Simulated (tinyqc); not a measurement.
# AlGaN/GaN HEMT with access regions, lumped model: field plate: effect of the aluminium share of the barrier

A polarisation-induced electron sheet under a Schottky gate, in series with two ungated access regions and contacts. Drift law v = mu E/(1 + mu E/vs) under the gate. Currents in mA/mm, resistances in ohm mm. No self-heating, no channel-length modulation; fits for polarisation, barrier and offset are chosen for the exercise.

sigma = (5e13 x + 1.6e13 x^2) cm^-2, phiB = 0.84 + 1.3 x, dEc = 0.7 (1.71 x + x^2) in volts, Cb = eps0 eps_r/d, VT = phiB - dEc - q sigma/Cb, access density n0 = -Cb VT/q. Off state: a depleted stretch that holds the voltage V has the peak field sqrt(k V), k = 2 q n0/(eps0 eps_r te), so one edge holds V1 = Ec^2/k. The sheet under the plate pinches off at Vf = q n0 (1/Cb + tf/(eps0 ei)); beyond it the gate edge is screened. BV = V1 if Vf >= V1, else Vf + V1, and at most Ec Ld.

Values chosen for this exercise; values close to those of AlGaN/GaN structures:

| symbol | value | unit | meaning |
|---|---|---|---|
| d | 20 | nm | barrier thickness |
| eps_r | 9.2 |  | relative permittivity of barrier and channel |
| Ld | 12 | um | drain access length |
| Ec | 3.2 | MV/cm | critical field |
| te | 0.22 | um | depth over which the depleted charge spreads |
| tf | 200 | nm | insulator under the field plate |
| ei | 7.5 |  | relative permittivity of that insulator |

Constants: q = 1.602176634e-19 C, eps0 = 8.8541878128e-14 F/cm where lengths are in cm. Results are converted to the units shown.

The same in every row: Ec Ld (V) = 3840.

Field plate: effect of the aluminium share of the barrier:
```
x,Vf (V),V1 (V),BV (V)
0.14,27.01,110.6,137.6
0.18,38.58,77.46,116.0
0.22,50.45,59.24,109.7
0.26,62.62,47.73,47.73
0.3,75.08,39.81,39.81
0.34,87.84,34.03,34.03
0.38,100.9,29.62,29.62
```

BV falls from 138 to 29.6 V. The plate helps (Vf < V1) in 3 of the 7 rows, and the access length caps BV in 0. More sheet charge lowers Ron but steepens the field, so V1 falls.

Program tinyqc, `OMP_NUM_THREADS=1 python tinyqc.py 2570022 2570023 out.jsonl`; Intel Xeon 2.30GHz, shared host, one thread, about 0.01 s.
